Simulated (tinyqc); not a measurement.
Parabolic quantum dot in a magnetic field (Fock-Darwin): one step. Energy and length scales. Four cases, with inputs chosen for the exercise.

Problem. Give hbar wc, hbar W, the two mode energies hbar W +/- hbar wc/2, the Zeeman energy |gs| muB B and lam.

Two dimensions, V = m w0^2 r^2/2, one valley. hbar wc = 2 muB B/m, W = sqrt(w0^2 + wc^2/4), E(n, l, s) = (2n + |l| + 1) hbar W - l hbar wc/2 + s gs muB B, n = 0, 1, ..., l = 0, +/-1, ..., s = +/-1/2; length lam = sqrt(2c/(m hbar W)), c = hbar^2/2m0.

Constants: muB = 5.788381798e-05 eV/T; hbar^2/2m0 = 3.80998211 eV angstrom^2.

Case 1.

Values chosen (near those of a gate-defined dot in GaAs; not measured data): m = 0.0654 m0 (mass); gs = -0.45 (g factor); w0 = 4.8 meV (confinement energy hbar w0); B = 0.88 T (magnetic field).

Case 2.

Values chosen (near those of a gate-defined dot in Si; not measured data): m = 0.1828 m0 (mass); gs = 2.01 (g factor); w0 = 1.8 meV (confinement energy hbar w0); B = 3.01 T (magnetic field).

Case 3.

Values chosen (near those of a gate-defined dot in GaAs; not measured data): m = 0.0671 m0 (mass); gs = -0.41 (g factor); w0 = 1.4 meV (confinement energy hbar w0); B = 1.14 T (magnetic field).

Case 4.

Values chosen (near those of a gate-defined dot in InAs; not measured data): m = 0.031 m0 (mass); gs = -8.3 (g factor); w0 = 1.4 meV (confinement energy hbar w0); B = 0.17 T (magnetic field).

Give: hbar wc; hbar W; modes; Zeeman energy; lam.

Solution.

Case 1.

hbar wc = 1.5577 meV
hbar W = 4.8628 meV

modes (meV): 5.6416  4.0839

Zeeman energy = 0.0229 meV
lam = 154.8 angstrom

The product of the modes is w0^2 = 23.04 meV^2 at any field. These two lines are all that far-infrared light sees, whatever the number of electrons (Kohn theorem).

Case 2.

hbar wc = 1.9062 meV
hbar W = 2.0368 meV

modes (meV): 2.9899  1.0837

Zeeman energy = 0.3502 meV
lam = 143.1 angstrom

The product of the modes is w0^2 = 3.24 meV^2 at any field. These two lines are all that far-infrared light sees, whatever the number of electrons (Kohn theorem).

Case 3.

hbar wc = 1.9668 meV
hbar W = 1.7109 meV

modes (meV): 2.6943  0.7275

Zeeman energy = 0.0271 meV
lam = 257.6 angstrom

The product of the modes is w0^2 = 1.96 meV^2 at any field. These two lines are all that far-infrared light sees, whatever the number of electrons (Kohn theorem).

Case 4.

hbar wc = 0.6349 meV
hbar W = 1.4355 meV

modes (meV): 1.7530  1.1181

Zeeman energy = 0.0817 meV
lam = 413.8 angstrom

The product of the modes is w0^2 = 1.96 meV^2 at any field. These two lines are all that far-infrared light sees, whatever the number of electrons (Kohn theorem).

Computed by tinyqc, one run a case: `OMP_NUM_THREADS=1 python tinyqc.py N N+1 out.jsonl` with N = 1250230, 1250672, 1250891, 1251456; one thread of a shared Intel(R) Xeon(R) Processor @ 2.30GHz, about 0.07 s a run at most.
